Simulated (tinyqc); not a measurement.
Worked calculation: minimum-mode following (dimer method) and harmonic rate on a two-dimensional model surface. Computed by tinyqc, a small Python program that keeps every step. Command: `OMP_NUM_THREADS=1 python tinyqc.py 3013031 3013032 out.jsonl dimer walk`. One thread of a shared host (Intel(R) Xeon(R) Processor @ 2.30GHz), about 0.05 s of CPU time with the checks. Intermediate numbers are printed to about 6 digits and carried at full precision; extremes and crossings named in words are read from the listed rows.

V(x, y) = h u^2 + t x + (kappa/2)(y + c u)^2 with u = x^2/w^2 - 1; the path runs from the minimum near (-w, 0) to that near (w, 0).

Inputs (values chosen for the exercise, for a model surface):
```
quantity                                               value           unit
height h                                                0.99             eV
half width w                                            0.81       angstrom
transverse stiffness kappa                               2.8  eV/angstrom^2
curvature c                                             0.74       angstrom
tilt t                                                  0.12    eV/angstrom
start as a fraction of the way from minimum to saddle   0.73              -
offset of the start in y                               0.059       angstrom
first angle of the dimer                                  35        degrees
half length delta                                       0.01       angstrom
step factor eta                                         0.02  angstrom^2/eV
```

Surface: curved double well.

## Stationary points

Newton steps x(new) = x - H^-1 grad V (moves limited to 0.3 angstrom) from (-w, 0), (w, 0) and (0, c) give the two minima and the saddle.

positions (angstrom):
```
                x          y
start   -0.819764  -0.017947
end      0.799870   0.018394
saddle   0.019894   0.739554
```

energies (eV): start -0.097789, end 0.096596, saddle 0.991193

barrier from the start = 1.08898 eV

## Starting point

R0 = start minimum + fraction x (saddle - minimum) + (0, offset); in practice such a guess comes from a displaced minimum.

R at the start (angstrom): -0.206814  0.594028

phi at the start = 35 degrees

## Dimer step 1

Dimer at R with unit axis N = (cos phi, sin phi) and normal T = (-sin phi, cos phi). Gradients g at R +/- delta N and at R +/- delta T give H N and H T by central differences, (g+ - g-)/(2 delta). With C_N = N.H N, C_T = T.H T and b = T.H N, rotate by theta = (1/2) atan2(-2b, C_T - C_N), the angle of least curvature C = (C_N + C_T)/2 - sqrt((C_N - C_T)^2/4 + b^2). Translate along F = -g + 2 (g.N) N if C < 0, else along F = (g.N) N, with the new axis: R(new) = R + eta F, the move limited to 0.2 angstrom.

C_N, C_T, b (eV/angstrom^2): -3.56878  1.50657  3.15321

rotation theta = -25.5866 degrees

phi after step 1 = 9.41339 degrees

least curvature C = -5.07864 eV/angstrom^2

gradient g (eV/angstrom): 1.41454  -0.27364

effective force F (eV/angstrom): 1.25056  0.71549

R after step 1 (angstrom): -0.181803  0.608338

The curvature is negative, so the force along the axis is inverted.

## Dimer step 2

The formulas are those given above.

C_N, C_T, b (eV/angstrom^2): -5.40242  2.95525  0.21159

rotation theta = -1.44928 degrees

phi after step 2 = 7.96410 degrees

least curvature C = -5.40777 eV/angstrom^2

gradient g (eV/angstrom): 1.27040  -0.26427

effective force F (eV/angstrom): 1.14910  0.60277

R after step 2 (angstrom): -0.158821  0.620393

The curvature is negative, so the force along the axis is inverted.

## All steps

R0 = start minimum + fraction x (saddle - minimum) + (0, offset). Stop when |g| is below 1e-5 eV/angstrom, after 150 steps at most.

Course of the dimer:
```
step  x (angstrom)  y (angstrom)  E above the start (eV)  C (eV/angstrom^2)  |g| (eV/angstrom)
1        -0.206814      0.594028                 0.95147           -5.07864        1.44077e+00
2        -0.181803      0.608338                 0.98121           -5.40777        1.29760e+00
3        -0.158821      0.620393                 1.00571           -5.67307        1.16157e+00
4        -0.137976      0.630649                 1.02543           -5.87998        1.03487e+00
5        -0.119251      0.639469                 1.04102           -6.03683        9.18780e-01
6        -0.102552      0.647137                 1.05318           -6.15243        8.13761e-01
7        -0.087738      0.653876                 1.06256           -6.23504        7.19699e-01
8        -0.074645      0.659858                 1.06973           -6.29182        6.36086e-01
9        -0.063107      0.665216                 1.07515           -6.32877        5.62178e-01
...            ...           ...                     ...                ...                ...
142       0.019893      0.739520                 1.08898           -6.01947        9.31375e-05
143       0.019893      0.739522                 1.08898           -6.01946        8.79184e-05
144       0.019893      0.739524                 1.08898           -6.01945        8.29918e-05
145       0.019893      0.739526                 1.08898           -6.01944        7.83413e-05
146       0.019893      0.739527                 1.08898           -6.01943        7.39514e-05
147       0.019893      0.739529                 1.08898           -6.01942        6.98075e-05
148       0.019893      0.739530                 1.08898           -6.01941        6.58958e-05
149       0.019894      0.739531                 1.08898           -6.01940        6.22032e-05
150       0.019894      0.739533                 1.08898           -6.01940        5.87176e-05
```

final position (angstrom): 0.019894  0.739533

steps = 150

final |g| = 5.87176e-05 eV/angstrom

Tail of the gradient series: the residual falls at every step, but slowly, by a factor of about 0.944 a step

Not converged within 150 steps: the residual falls at every step, but slowly, by a factor of about 0.944 a step.

Reruns converge with step factor eta = 0.04. Reruns still fail with step factor eta = 0.01; and with step factor eta = 0.0033; and with half length delta = 0.001.
